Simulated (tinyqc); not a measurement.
Inside a calculation. Model: q-state Potts model on a small periodic square lattice: enumeration, Metropolis, heat-bath and Wolff steps. Computed by tinyqc, a small Python program that keeps every step. Command: `OMP_NUM_THREADS=1 python tinyqc.py 3110431 3110432 out.jsonl potts walk`. One thread of a shared host (Intel(R) Xeon(R) Processor @ 2.30GHz), about 0.05 s of CPU time with the checks. Intermediate numbers are printed to about 6 digits and carried at full precision; extremes and crossings named in words are read from the listed rows.

E = -J x (number of nearest-neighbour bonds with equal states); n x n sites with periodic edges have 2 n^2 bonds. Order parameter m = (q f - 1)/(q - 1), f being the largest share of one state. Sites are numbered row by row from 0. Here q = 2 and n = 4.

Inputs (values chosen for the exercise, for a model of domains or grain orientations): number of states q = 2; edge n = 4; coupling J = 67 meV; temperature T = 1370 K; seed = 164414.

Update: Wolff cluster.

Constants: k_B = 8.617333262e-05 eV/K.

## Scales

K = J/(k_B T); the infinite square lattice orders at K_c = ln(1 + sqrt(q)); Wolff bond probability p = 1 - exp(-K).

K = 0.567520

K_c = 0.881374

T_c of the infinite lattice = 882.149 K

p = 0.433070

## Density of states

All q^(n^2) states are counted by their number b of equal bonds; weights g(b) exp(K b), K = J/(k_B T). Per site: u = -J <b>/n^2, c/k_B = K^2 (<b^2> - <b>^2)/n^2.

States by number of equal bonds:
```
b    g(b)  probability
0       2  7.86454e-10
4      32  1.21808e-07
6      64  7.57964e-07
8     424  1.56234e-05
10   1728  1.98105e-04
12   6688  2.38556e-03
14  13568  1.50575e-02
16  20524  7.08663e-02
18  13568  1.45759e-01
20   6688  2.23541e-01
22   1728  1.79700e-01
24    424  1.37186e-01
26     64  6.44268e-02
28     32  1.00226e-01
32      2  6.06376e-02
```

The most probable level has b = 20 of 32 bonds.

## Exact averages

ln Z = ln sum g(b) exp(K b); entropy per site s/k_B = (ln Z - K <b>)/n^2.

<b> = 22.1376

energy u = -92.7011 meV/site

heat capacity c = 0.367253 k_B/site

entropy s = 0.568320 k_B/site

## Order parameter

The same sums with m: <m> and the Binder ratio U = 1 - <m^4>/(3 <m^2>^2).

<m> = 0.484231

Binder ratio U = 0.376470

## One Wolff cluster

start states:
```
[[1, 0, 1, 0],
 [1, 1, 1, 1],
 [0, 0, 0, 1],
 [0, 1, 0, 1]]
```

random numbers, used in turn: [0.4578, 0.4234, 0.3332, 0.7643, 0.1445, 0.4957, 0.6643, 0.4642, 0.2193, 0.3982, 0.9617, 0.4405, 0.8428, 0.3377, 0.4325, 0.3388, 0.7815, 0.8202, 0.7404, 0.2267, 0.0962, 0.0136, 0.9774, 0.5954, 0.8759, 0.2766, 0.8640, 0.5479, 0.7659, 0.8161, 0.9706, 0.7972, 0.3570, 0.8960, 0.9348, 0.5916, 0.5941, 0.0516, 0.2338, 0.2745, 0.6506, 0.4337, 0.4561, 0.5702, 0.2290, 0.2496, 0.2570, 0.8725, 0.9425, 0.1140, 0.8429, 0.2349, 0.8313, 0.2377, 0.0813, 0.2804, 0.0656, 0.5570, 0.8386, 0.1170, 0.5197, 0.6775, 0.6701, 0.8304, 0.2784, 0.7443]

Seed site = floor(r n^2); new state = (old + 1 + floor(r (q - 1))) mod q. Sites are taken first in, first out; each neighbour (right, left, below, above) with the seed state and not yet in the cluster joins if the next r < p. The cluster then takes the new state.

Bonds tested:
```
from  to       r  result
7      4  0.3332   joins
7      6  0.7643      no
7     11  0.1445   joins
4      5  0.4957      no
4      0  0.6643      no
11    15  0.4642      no
```

seed site = 7

cluster size = 3

states afterwards:
```
[[1, 0, 1, 0],
 [0, 1, 1, 0],
 [0, 0, 0, 0],
 [0, 1, 0, 1]]
```

## A longer run and its error bar

After 400 updates are discarded, b is recorded for 4000 cluster flips of the update named (random numbers not printed, so these rows are one sample). Records are averaged in blocks; the error is the scatter of block means over sqrt(number of blocks), and the last column its square over that for single records.

Blocking:
```
block length   mean b     error  variance ratio
1             21.9485  0.067563         1.00000
4             21.9485  0.091564         1.83669
16            21.9485  0.097667         2.08967
40            21.9485  0.100001         2.19076
100           21.9485  0.108969         2.60132
```

The run gives 21.948 +/- 0.100 (blocks of 40) against the exact 22.138, a difference of 1.9 error bars. Single records understate the error by a factor of about 1.5, because successive records are correlated.

## Across the transition

m and U = 1 - <m^4>/(3 <m^2>^2) from the same sums; K = K_c T_c/T.

Exact values for this lattice:
```
T/T_c  share of equal bonds  c (k_B/site)       <m>         U
0.50               0.998096      0.049733  0.998025  0.666346
0.70               0.982613      0.257717  0.979991  0.662522
0.85               0.949069      0.542833  0.934116  0.649669
0.95               0.912851      0.724170  0.878627  0.630708
1.00               0.891406      0.783267  0.843860  0.617199
1.10               0.845571      0.812995  0.766091  0.582212
1.25               0.780698      0.689498  0.650048  0.515272
1.50               0.703505      0.412026  0.506238  0.398517
2.00               0.629987      0.159952  0.370450  0.243740
3.00               0.578355      0.052672  0.286015  0.134840
```

c is largest, 0.81 k_B, at T/T_c = 1.1: on so small a lattice the transition is a broad bump. At T_c the infinite lattice has a share (1 + 1/sqrt(q))/2 = 0.854 of equal bonds, against 0.891 here. <m> stays at 0.29 at 3 T_c, since the largest share among 16 sites always exceeds 1/q on average.

Checks made by the program: number of states (relative difference below 1e-10).
